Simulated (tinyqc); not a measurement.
Inside a calculation. Model: crystallisation kinetics and data retention of a phase-change cell.

Program tinyqc, `OMP_NUM_THREADS=1 python tinyqc.py 2490022 2490023 out.jsonl`; Intel Xeon 2.30GHz, shared host, one thread, about 0.04 s. Printed values are rounded.

Johnson-Mehl-Avrami-Kolmogorov law X = 1 - exp(-y^n), y = integral of k dt, k = (1/100 s) exp[-(Ec q/kB)(1/T - 1/T1)].

Values chosen for this exercise; values of the order of Ge-Sb-Te and related chalcogenides:
```
symbol  value   unit                                       meaning
Ec       2.29     eV          activation energy of crystallisation
T1        436      K  temperature at which the rate k is 1/(100 s)
n           3                                      Avrami exponent
Xf        0.2         crystalline share at which the state is lost
T         333      K                           storage temperature
b           5  K/min                                  heating rate
Ta        401      K                       start of the ramp table
dT          5      K                             step of the table
m          10                                                steps
```

Constants: q = 1.602176634e-19 C, kB = 1.380649e-23 J/K. Results are converted to the units shown.

Range of the model: One Arrhenius rate is assumed; incubation, growth from the boundary and the non-Arrhenius kinetics of the supercooled liquid are left out.

## Retention

At fixed T the state fails at t = (-ln(1 - Xf))^(1/n)/k; ten years are 3.15576e8 s.

k = 6.49323e-11 1/s
y at failure = 0.606543
time to fail = 9.34116e9 s
the same in years = 296.004
temperature for ten years = 347.763 K

The cell meets ten years at 333 K.

## A heating ramp

T rises at the rate b. Start with y = k (kB Ta^2/(q Ec))/b, the integral from cold to Ta to leading order; over each step k is taken as exponential in T, so y gains (dT/b)(k2 - k1)/ln(k2/k1). dX/dt = n y^(n - 1) k exp(-y^n), listed as 0 once y^n exceeds 23.

```
point  T (K)     k (1/s)           y           X  dX/dt (1/s)
0        401  4.89346e-5  0.00355323  4.48613e-8   1.85347e-9
1        406  1.10678e-4  0.00809240  5.29946e-7   2.17438e-8
2        411  2.45402e-4   0.0182440  6.07237e-6   2.45040e-7
3        416  5.33808e-4   0.0405108  6.64809e-5   2.62796e-6
4        421  0.00113992   0.0884451  6.91626e-4   2.67327e-5
5        426  0.00239127    0.189787  0.00681268   2.56635e-4
6        431  0.00493082    0.400340   0.0621483   0.00222348
7        436        0.01    0.830491    0.436057    0.0116688
8        441   0.0199580     1.69510    0.992331   0.00131933
9        446   0.0392199     3.40586           1            0
10       451   0.0759259     6.73987           1            0
```

Among the points the rate is largest at 436 K, where X = 0.436; the exact peak lies at 437.3 K.
